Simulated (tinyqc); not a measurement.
Mobility of a non-polar semiconductor in the relaxation-time approximation: one step, computed by the program tinyqc.

Each valley is treated as a sphere of mass m_d for states and rates, with one isotropic relaxation time; the conductivity mass m_c sets the current.

Task: Masses. m_d = (m_l m_t^2)^(1/3); 1/m_c = (1/m_l + 2/m_t)/3; Hall mass factor A = 3 K_m (K_m + 2)/(2 K_m + 1)^2, K_m = m_l/m_t; N_I = n (1 + C)/(1 - C).

Inputs (values chosen for the exercise, modelled on electrons in silicon):
```
quantity                 value    unit
longitudinal mass m_l     0.91     m_0
transverse mass m_t       0.19     m_0
carrier density n      1.2e+17  1/cm^3
compensation ratio C         0       -
```

Band: Kane. Impurity formula: Brooks-Herring. Further scattering: none.

Give: density-of-states mass m_d; conductivity mass m_c; Hall mass factor A; ionised impurity density N_I.

Result:

density-of-states mass m_d = 0.32027 m_0

conductivity mass m_c = 0.25806 m_0

Hall mass factor A = 0.87169

ionised impurity density N_I = 1.20e+17 1/cm^3
